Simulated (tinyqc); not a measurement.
Worked calculation: MP2 on RHF in the 3-21g basis, for He, spin multiplicity 1. One step of it, computed by the program tinyqc.

Problem. Iteration 8 (converged): orbitals. Diagonalise F' = X^T F X, C = X C', fill 1 alpha and 1 beta electrons from the bottom; D = 2 C_occ C_occ^T. Each column has its largest component positive (the first on a tie).

converged F (hartree), order 1He 1s, 1He 2s:
$$\begin{pmatrix}
-0.070801 & -1.118003 \\
-1.118003 & -0.499364
\end{pmatrix}$$

X, order 1He 1s, 1He 2s:
$$\begin{pmatrix}
1.111407 & 0.559855 \\
-1.111407 & 0.559855
\end{pmatrix}$$

Give: F' = X^T F X; orbital energies; coefficients C; D after iteration 8.

Solution.

F' = X^T F X (hartree):
$$\begin{pmatrix}
2.0577 & 0.2667 \\
0.2667 & -0.8796
\end{pmatrix}$$

orbital energies (hartree): MO1 -0.9036, MO2 2.0817

coefficients C, order 1He 1s, 1He 2s:
$$\begin{pmatrix}
0.4579 & 1.1571 \\
0.6573 & -1.0567
\end{pmatrix}$$

D after iteration 8, order 1He 1s, 1He 2s:
$$\begin{pmatrix}
0.4194 & 0.6020 \\
0.6020 & 0.8640
\end{pmatrix}$$
